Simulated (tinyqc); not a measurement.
# Vibrations of a mass or spring defect in a linear chain, step by step

A worked calculation. Computed by tinyqc, a small Python program that keeps every step. Command: `OMP_NUM_THREADS=1 python tinyqc.py 3018132 3018133 out.jsonl localmode walk`. One thread of a shared host (Intel(R) Xeon(R) Processor @ 2.30GHz), about 0.01 s of CPU time with the checks. Intermediate numbers are printed to about 6 digits and carried at full precision; extremes and crossings named in words are read from the listed rows.

A ring of N atoms with nearest-neighbour springs k and motion along the chain. Atom 1 is the defect, of mass M', and its two springs are k'. All other atoms have the mass M.

Inputs (values chosen for the exercise, for a model chain): spring constant k = 4.31 eV/angstrom^2; host mass M = 101 u; defect mass M' = 22.6 u; spring ratio k'/k at the defect = 0.55; atoms in the ring N = 10; isotope mass step = 1 u.

Host: monatomic.

Constants: nu for 1 eV/(angstrom^2 u) = 15.6333042 THz.

## Band edges of the host

Host band: lambda from 0 to 4k/M. nu = 15.6333042 THz x sqrt(lambda), lambda in eV/(angstrom^2 u).

band edges (THz): [0.00000, 6.45890]

## Dynamical matrix of the ring

D_ii = (sum of the two springs at i)/M_i, D_ij = -k_ij/sqrt(M_i M_j) for neighbours, closed into a ring.

D (eV/(angstrom^2 u)):
```
            1          2          3          4          5          6          7          8
1    0.209779  -0.049616   0.000000   0.000000   0.000000   0.000000   0.000000   0.000000
2   -0.049616   0.066144  -0.042673   0.000000   0.000000   0.000000   0.000000   0.000000
3    0.000000  -0.042673   0.085347  -0.042673   0.000000   0.000000   0.000000   0.000000
4    0.000000   0.000000  -0.042673   0.085347  -0.042673   0.000000   0.000000   0.000000
5    0.000000   0.000000   0.000000  -0.042673   0.085347  -0.042673   0.000000   0.000000
6    0.000000   0.000000   0.000000   0.000000  -0.042673   0.085347  -0.042673   0.000000
7    0.000000   0.000000   0.000000   0.000000   0.000000  -0.042673   0.085347  -0.042673
8    0.000000   0.000000   0.000000   0.000000   0.000000   0.000000  -0.042673   0.085347
9    0.000000   0.000000   0.000000   0.000000   0.000000   0.000000   0.000000  -0.042673
10  -0.049616   0.000000   0.000000   0.000000   0.000000   0.000000   0.000000   0.000000

            9         10
1    0.000000  -0.049616
2    0.000000   0.000000
3    0.000000   0.000000
4    0.000000   0.000000
5    0.000000   0.000000
6    0.000000   0.000000
7    0.000000   0.000000
8   -0.042673   0.000000
9    0.085347  -0.042673
10  -0.042673   0.066144
```

## Frequencies of the ring

Diagonalise D and leave out the zero eigenvalue of the uniform shift.

nonzero frequencies (THz): [1.76941, 2.15822, 3.54897, 4.07306, 5.07883, 5.53059, 6.10091, 6.34874, 7.66346]

1 mode(s) lie outside the host bands, at 7.663 THz.

## The highest mode of a long ring

The same matrix for 120 atoms; amplitudes are the mass-weighted eigenvector, in size, relative to the defect, for the highest mode; its weight is the squared component of the normalised eigenvector on the defect.

highest frequency, long ring = 7.66344 THz

weight of the highest mode on the defect = 0.827895

amplitudes on atoms 1 to 8: [1.00000, 0.30753, 0.09233, 0.02772, 0.00832, 0.00250, 0.00075, 0.00023]

ratio to the top of the host band = 1.18649

A local mode: it lies 18.6 % above the host band and its amplitude falls by a factor 11.09 every two atoms beyond the first neighbour.

## Convergence with the size of the ring

The formulas are those given above.

Highest mode:
```
N    frequency (THz)  weight on the defect  modes outside the bands
4            7.69110              0.804731                        1
6            7.66604              0.823514                        1
8            7.66367              0.827305                        1
12           7.66344              0.827887                        1
20           7.66344              0.827895                        1
40           7.66344              0.827895                        1
80           7.66344              0.827895                        1
120          7.66344              0.827895                        1
```

The local mode is within 0.01 % of its final value from N = 8 on, and its weight on the defect settles at 0.828: a bound mode needs only a cell larger than its decay length.

## Isotope shift of the local mode

Raise M' by the isotope step in the 120-atom ring. First order, good only for a step much smaller than M': Delta nu/nu = -(1/2) (weight on the defect) Delta M'/M'; a defect vibrating against fixed neighbours would give sqrt(M'/(M' + step)) - 1.

shift, exact = -1.76256 %

shift, first order = -1.83163 %

shift, fixed neighbours = -2.14158 %

The shift is 82 % of the fixed-neighbour value; all other atoms together carry 17 % of the kinetic energy of the mode.

Checks made by the program: sum of eigenvalues against the trace of D (relative difference below 1e-10).
